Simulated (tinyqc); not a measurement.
Band bending at a free surface with a continuum of surface states, surface photovoltage and Kelvin probe: one step of the calculation.

n-type bulk, xi = Ec - EF = Vt ln(Nc/Nd), p0 = ni^2/Nd, ni = sqrt(Nc Nv) exp(-Eg/(2 Vt)), Eg in volts. b is the upward band bending, u = b/Vt. Space charge per area, in units of q: Qc = sign(b) sqrt((2 eps0 eps_r Vt/q) [(Nd + dn)(exp(-u) - 1) + Nd u + (p0 + dn)(exp(u) - 1)]), with dn the excess density under light (flat quasi-Fermi levels; 0 in the dark). The states hold -Ds (E0 - xi - b): negative while the Fermi level lies above the neutrality level. Neutrality: Qc + Qf + (charge of the states) = 0.

Task. Work function and Kelvin-probe reading. Work function chi + xi + b; contact potential difference CPD = (work function of the sample) - pt. Depth of EF below Ec at the surface: xi + b. Depletion width Qc/Nd.

Inputs (values chosen for the exercise); band and dielectric values close to those of silicon: temperature T = 350 K; band gap Eg = 1.12 eV; relative permittivity eps_r = 11.7; conduction-band density of states at T Nc = 3.59e19 cm^-3; valence-band density of states at T Nv = 3.31e19 cm^-3; electron affinity chi = 4.13 eV; donor density Nd = 7.3e17 cm^-3; work function of the probe tip pt = 4.49 eV; depth of their neutrality level below the conduction edge E0 = 0.45 eV.

Constants: q = 1.602176634e-19 C, kB = 1.380649e-23 J/K, Vt = kB T/q, eps0 = 8.8541878128e-14 F/cm where lengths are in cm. Results are converted to the units shown.

converged b = 0.20068357 V

Find: xi + b; Qc; Qc/Nd; work function; CPD.

Result.

xi + b = 0.3182 eV
Qc = 1.269e12 cm^-2
Qc/Nd = 17.38 nm
work function = 4.448 eV
CPD = -41.83 mV

The Fermi level lies 132 meV above the neutrality level.

Numbers from tinyqc (`OMP_NUM_THREADS=1 python tinyqc.py 2430113 2430114 out.jsonl`; about 0.01 s on one thread of a shared Intel Xeon 2.30GHz).
